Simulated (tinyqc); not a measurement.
Deep level with several charge states, and Shockley-Read-Hall recombination, step by step. Values are carried at full precision from step to step, so a last printed digit may differ when a step is redone from the rounded ones.

Energies from Ev. The defect has charge states +1, 0, -1 with weights 1, gm exp((EF - E1)/kT), exp((2 EF - E1 - E2)/kT); the shares are the weights over their sum. Boltzmann carriers: n = Nc exp((EF - Eg)/kT), p = Nv exp(-EF/kT). Neutrality: p - n + Nd + Nt <q> = 0.

Constants: kB = 8.617333262e-05 eV/K.

Parameters, chosen for this exercise (gap and densities of states near those of Si at this temperature; the results hold for these values, not for the real material):
```
symbol  value     unit    meaning
Eg      1.122     eV      gap
Nc      2.7e+19   1/cm^3  conduction-band density of states
Nv      1.1e+19   1/cm^3  valence-band density of states
T       300       K
E1      0.674     eV      level (+1/0) above Ev
E2      0.538     eV      level (0/-1) above Ev
gm      2                 degeneracy of the middle state, the others 1
Nt      4.2e+13   1/cm^3  defects
Nd      8.4e+14   1/cm^3  ionised shallow donors minus acceptors
E_try   0.508     eV      trial Fermi level
Et      0.674     eV      recombination level above Ev
sn      2.2e-14   cm^2    electron capture cross-section
sp_     2.5e-15   cm^2    hole capture cross-section
vth     17000000  cm/s    thermal velocity, both carriers
Nm      1.8e+15   1/cm^3  equilibrium electrons for the lifetime steps
dn      3e+16     1/cm^3  excess pairs
```

## Charge states at a trial Fermi level

Form the exponents, the shares, the mean charge and the residual of neutrality at EF = E_try.

exponents of the second and third weights: [-6.421, -7.582]

shares: +1 0.9963, 0 0.0032, -1 0.0005

<q> = 0.9957

n, p (1/cm^3): [1.31e+09, 3.22e+10]

residual = 8.82e+14 1/cm^3

The residual is positive, so EF must rise.

## The neutral state

Solve for EF.

EF = 0.8524 eV

shares at EF: +1 0.000, 0 0.000, -1 1.000

n = 7.98e+14 1/cm^3
p = 5.27e+04 1/cm^3

Without the defects the majority density would be 8.40e+14 1/cm^3; with them the density of these carriers is 7.98e+14, nearly the same. Most defects are in the state -1. The level order is inverted (negative U), so the middle state is never the most common.

## Recombination through one level

One level at Et with degeneracy 1: tn = 1/(sn vth Nt), tp = 1/(sp_ vth Nt), n1 = Nc exp((Et - Eg)/kT), p1 = Nv exp(-Et/kT), ni^2 = n1 p1. Equilibrium n0 = Nm, p0 = ni^2/Nm; n = n0 + dn, p = p0 + dn. U = (n p - ni^2)/(tp (n + n1) + tn (p + p1)), lifetime dn/U; emission rates en = sn vth n1, ep = sp_ vth p1.

Evaluate each quantity.

tn, tp (microsecond): [0.06366, 0.5602]

n1, p1 (1/cm^3): [8.04e+11, 5.23e+07]

U = 4.84e+22 1/(cm^3 s)
lifetime = 0.620 microsecond

The lifetime is 1.107 times the minority capture time tp and 0.994 times tn + tp, the limit of high injection.

## Emission and generation in a depleted region

With n = p = 0 the level generates pairs at G = Nt en ep/(en + ep); generation lifetime tg = ni/G; current density e G W for a width W = 1 micrometre, e = 1.602176634e-19 C.

en, ep (1/s): [3.01e+05, 2.22]

G = 9.34e+13 1/(cm^3 s)
tg = 69.4 microsecond
current density = 1.50e-09 A/cm^2

The slower step, hole emission, limits the rate: en/ep = 1.35e+05.

## Checks

- U against hole capture minus emission at the steady occupation of the level (1/(cm^3 s)): both 4.836e+22.

tinyqc: `OMP_NUM_THREADS=1 python tinyqc.py 1650729 1650730 out.jsonl`; about 0.01 s, one thread, shared Intel(R) Xeon(R) Processor @ 2.30GHz.
